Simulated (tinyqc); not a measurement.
Five-frequency model of solute diffusion by vacancies in an fcc metal. From one set of inputs to another, one input at a time. Computed by tinyqc, a small Python program. Command: `OMP_NUM_THREADS=1 python tinyqc.py 3021063 3021064 out.jsonl fivefreq ladder`. One thread of a shared host (Intel(R) Xeon(R) Processor @ 2.30GHz), about 0.01 s of CPU time with the checks.

A vacancy next to the solute exchanges with it (w2), jumps to one of 4 sites that also neighbour the solute (w1) or to one of 7 that do not (w3); w4 is the reverse of w3 and w0 the host jump.

The inputs printed are set A. Inputs not listed in the table keep their values of set A, so the rows need not describe a real material.

Inputs (values chosen for the exercise, for a model solute in a host close to copper):
```
quantity                                      value      unit
barrier E0 (host jump)                        0.709        eV
barrier E1 (vacancy circles the solute)       0.612        eV
barrier E2 (exchange)                         0.523        eV
barrier E3 (dissociation)                     0.755        eV
binding energy E_b (positive for attraction)   0.13        eV
vacancy formation energy E_f                   1.33        eV
formation entropy S_f                           1.8       k_B
attempt frequency nu                            6.7       THz
lattice constant a                             3.61  angstrom
temperature T                                   798         K
```

Constants: k_B = 8.617333262e-05 eV/K.

Method:
- w_i = nu exp(-E_i/(k_B T)); detailed balance gives E4 = E3 - E_b.
- Manning: with y = w4/w0, 7F = 7 - (10 y^4 + 180.5 y^3 + 927 y^2 + 1341 y)/(2 y^4 + 40.2 y^3 + 254 y^2 + 597 y + 436); f2 = (2 w1 + 7F w3)/(2 w2 + 2 w1 + 7F w3).
- The mean cosine between successive solute jumps follows from f2 = (1 + c)/(1 - c).
- c_v = exp(S_f - E_f/(k_B T)); host D0 = a^2 c_v w0 x 0.7815; solute D2 = a^2 c_v exp(E_b/(k_B T)) w2 f2; 1 angstrom^2 = 1e-16 cm^2.

Each row keeps all changes above it:
```
input moved                                         from     to  correlation factor f2  solute diffusivity D2 (cm^2/s)  ratio D2/D0
set A                                                  -      -                 0.2526                       1.753e-13        32.01
barrier E0 (host jump) (eV)                        0.709  0.663                 0.2599                       1.803e-13        16.87
barrier E2 (exchange) (eV)                         0.523  0.406                 0.0602                       2.290e-13        21.42
temperature T (K)                                    798    633                 0.0258                       2.230e-16        39.84
barrier E1 (vacancy circles the solute) (eV)       0.612  0.755                 0.0052                       4.527e-17         8.09
vacancy formation energy E_f (eV)                   1.33   1.15                 0.0052                       1.227e-15         8.09
binding energy E_b (positive for attraction) (eV)   0.13   0.25                 0.0037                       7.858e-15        51.78
barrier E3 (dissociation) (eV)                     0.755  0.707                 0.0061                       1.284e-14        84.64
```

Correlation factor f2 goes from 0.253 to 0.00608, a factor 0.0241 in all. The largest single move comes from barrier E1 (vacancy circles the solute) (a factor 0.203), and barrier E3 (dissociation) works against it (a factor 1.63). Solute diffusivity D2 goes from 1.75e-13 to 1.28e-14, a factor 0.0733 in all. The largest single move comes from temperature T (a factor 9.74e-4), and vacancy formation energy E_f works against it (a factor 27.1). Ratio D2/D0 goes from 32.0 to 84.6, a factor 2.64 in all. The largest single move comes from binding energy E_b (positive for attraction) (a factor 6.40), and barrier E1 (vacancy circles the solute) works against it (a factor 0.203). The single moves hold for this order of the switches; the total does not depend on the order.

Extremes, crossings and ranges named in words are read from the listed rows.
